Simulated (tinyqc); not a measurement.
Inside a calculation. Method: Pariser-Parr-Pople SCF with singles CI, for the molecule OC1=CC=CC=CC=C1 (SMILES; centres numbered as the heavy atoms are written). One step of it, computed by the program tinyqc.

Task: Singles CI, singlets. Over the 4 single excitations with the smallest orbital gaps: A = (e_a - e_i) delta + 2 (ia|jb) - (ij|ab), with (pq|rs) = sum c_mp c_mq gamma_mn c_nr c_ns. f = 2/3 w |mu|^2 in atomic units, mu = sqrt2 sum c_ia sum_m c_mi c_ma R_m.

orbital energies (eV): -14.879243  -12.718771  -11.346638  -10.693830  -7.026743  -3.634468  0.473685  0.523945  2.293379

coefficients:
```
,MO1,MO2,MO3,MO4,MO5,MO6,MO7,MO8,MO9
1O,0.783423,-0.355127,0.000000,0.425286,0.000000,-0.222724,0.000000,-0.150202,0.084248
2C,0.500969,0.067150,0.000000,-0.363292,0.000000,0.491548,0.000000,0.509637,-0.333452
3C,0.223700,0.220586,0.361539,-0.394880,-0.496147,0.048857,-0.350896,-0.351365,0.345725
4C,0.116275,0.349008,0.504081,-0.106243,0.016812,-0.485052,0.495600,0.007002,-0.343601
5C,0.056128,0.404529,0.339398,0.274966,0.503543,-0.014333,-0.362288,0.344839,0.372129
6C,0.043058,0.448507,0.000000,0.448891,0.000000,0.482741,0.000000,-0.482564,-0.359969
7C,0.056128,0.404529,-0.339398,0.274966,-0.503543,-0.014333,0.362288,0.344839,0.372129
8C,0.116275,0.349008,-0.504081,-0.106243,-0.016812,-0.485052,-0.495600,0.007002,-0.343601
9C,0.223700,0.220586,-0.361539,-0.394880,0.496147,0.048857,0.350896,-0.351365,0.345725
```

repulsion gamma_rs (eV):
```
,1O,2C,3C,4C,5C,6C,7C,8C,9C
1O,21.500000,6.308436,4.486084,3.134703,2.577889,2.423937,2.577889,3.134703,4.486084
2C,6.308436,11.130000,5.346905,3.710899,3.081502,2.907980,3.081502,3.710899,5.346905
3C,4.486084,5.346905,11.130000,5.344312,3.710514,3.080893,2.908060,3.081250,3.711470
4C,3.134703,3.710899,5.344312,11.130000,5.346145,3.710899,3.081502,2.907980,3.081250
5C,2.577889,3.081502,3.710514,5.346145,11.130000,5.346145,3.711470,3.081502,2.908060
6C,2.423937,2.907980,3.080893,3.710899,5.346145,11.130000,5.346145,3.710899,3.080893
7C,2.577889,3.081502,2.908060,3.081502,3.711470,5.346145,11.130000,5.346145,3.710514
8C,3.134703,3.710899,3.081250,2.907980,3.081502,3.710899,5.346145,11.130000,5.344312
9C,4.486084,5.346905,3.711470,3.081250,2.908060,3.080893,3.710514,5.344312,11.130000
```

Centres (angstrom, eV; a flat drawing with bonds scaled to 1.40 angstrom):
```
centre,x,y,core charge z,W,gamma_rr
1O,2.870000,0.000000,2,33.000000,21.500000
2C,1.470000,0.000000,1,11.160000,11.130000
3C,0.935000,1.293000,1,11.160000,11.130000
4C,-0.359000,1.829000,1,11.160000,11.130000
5C,-1.652000,1.293000,1,11.160000,11.130000
6C,-2.188000,0.000000,1,11.160000,11.130000
7C,-1.652000,-1.293000,1,11.160000,11.130000
8C,-0.359000,-1.829000,1,11.160000,11.130000
9C,0.935000,-1.293000,1,11.160000,11.130000
```

Give: singlet CI matrix; singlet excitation energies; oscillator strengths.

Result:

singlet CI matrix (eV):
```
,5>6,4>6,5>7,5>8
5>6,-0.7662,0.0000,0.0000,-0.1245
4>6,0.0000,4.4356,-0.4473,0.0000
5>7,0.0000,-0.4473,4.7928,0.0000
5>8,-0.1245,0.0000,0.0000,4.7873
```

singlet excitation energies (eV): -0.7689  4.1326  4.7901  5.0958

oscillator strengths: -0.0011  0.0976  0.6828  1.6563
